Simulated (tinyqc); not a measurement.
Hopping conduction between localised states: one step, computed by the program tinyqc. Command: `OMP_NUM_THREADS=1 python tinyqc.py 3005020 3005021 out.jsonl hop walk`. One thread of a shared host (Intel(R) Xeon(R) Processor @ 2.30GHz), about 0.01 s of CPU time with the checks.

Energies are counted from the Fermi level. A small network shows the mechanism; the laws of an infinite system follow.

Question. Total conductivity. Mott: T_M = 13.8/(k_B g_0 xi^2), exponent (T_M/T)^(1/3), mean hop r = (1/3) xi times the exponent. Efros-Shklovskii: T_ES = 6.5 e^2/(4 pi eps eps_0 k_B xi), exponent (T_ES/T)^(1/2). Coulomb gap width g_0 (e^2/(4 pi eps eps_0))^2. The numerical coefficients come from percolation theory and are given. sigma = s_1 exp(-E_a/k_B T) + s_2 exp(-larger of the two exponents); reduced activation energy w = d ln(sigma)/d ln(T) by a central difference of +/- 1 %.

Inputs (values chosen for the exercise, for a model defective oxide):

| quantity | value | unit |
|---|---|---|
| localisation length xi | 3.5 | nm |
| density of states g_0 | 4e+13 | 1/(eV cm^2) |
| permittivity eps | 11 | - |
| activation energy E_a to extended states | 0.55 | eV |
| prefactor of activated conduction | 190 | microsiemens |
| prefactor of hopping | 0.016 | microsiemens |
| temperature T | 180 | K |

Dimension: 2D.

Constants: k_B = 8.617333262e-05 eV/K; e^2/(4 pi eps_0) = 14.39964548 eV angstrom.

Give: activated part; hopping part; conductivity; reduced activation energy w.

Answer.

activated part = 7.576e-14 microsiemens

hopping part = 5.558e-05 microsiemens

conductivity = 5.558e-05 microsiemens

reduced activation energy w = 1.888

Hopping carries 100 %. For sigma = s exp(-(T_0/T)^p), w = p (T_0/T)^p, so the slope of ln w against ln T gives -p.
